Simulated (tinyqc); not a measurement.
Hubbard ring of 4 sites, step by step. Computed by tinyqc, a small Python program that keeps every step. Settings: hopping = 1.96, U = 2.0, mixing = 0.5, iteration cap = 60. Command: `OMP_NUM_THREADS=1 python tinyqc.py 23679 23680 out.jsonl` (the two numbers bound the seeds that draw the settings). One thread of a shared host (Intel(R) Xeon(R) Processor @ 2.60GHz), about 0.2 s of CPU time with the checks.

one-body matrix (hopping and site energies) (eV), lower triangle:
```
         1        2        3       4
1   0.0000
2  -1.9600   0.0000
3   0.0000  -1.9600   0.0000
4  -1.9600   0.0000  -1.9600  0.0000
```

U = 2.0000 eV

electrons, up and down: 2  2

n(up) at the start (a guess, not normalised): 1 0.9500, 2 0.0500, 3 0.9500, 4 0.0500

n(down) at the start (a guess): 1 0.0500, 2 0.9500, 3 0.0500, 4 0.9500

Each step fills the lowest levels of T + U n(other spin) and sets n(new) = n + mixing (n(out) - n); stop when output and input agree to 1e-8.

Course of the cycle:
```
iteration     E (eV)  largest |n(out) - n(in)|  mean |n_up - n_down|
1          -6.390000                  1.44e-01                0.6119
2          -6.405447                  8.06e-02                0.5947
3          -6.410373                  4.52e-02                0.5849
4          -6.411935                  2.54e-02                0.5794
5          -6.412429                  1.42e-02                0.5762
6          -6.412586                  8.00e-03                0.5745
7          -6.412635                  4.49e-03                0.5735
8          -6.412651                  2.52e-03                0.5729
9          -6.412656                  1.42e-03                0.5726
10         -6.412657                  7.97e-04                0.5724
11         -6.412658                  4.48e-04                0.5723
...              ...                       ...                   ...
20         -6.412658                  2.49e-06                0.5722
21         -6.412658                  1.40e-06                0.5722
22         -6.412658                  7.87e-07                0.5722
23         -6.412658                  4.42e-07                0.5722
24         -6.412658                  2.48e-07                0.5722
25         -6.412658                  1.40e-07                0.5722
26         -6.412658                  7.84e-08                0.5722
27         -6.412658                  4.41e-08                0.5722
28         -6.412658                  2.48e-08                0.5722
29         -6.412658                  1.39e-08                0.5722
30         -6.412658                  7.81e-09                0.5722
```

Can the last value be used, and what does the course show?

Yes. Converged in 30 iterations. Before convergence this energy mixes input and output and is not variational, so it may rise towards its limit.
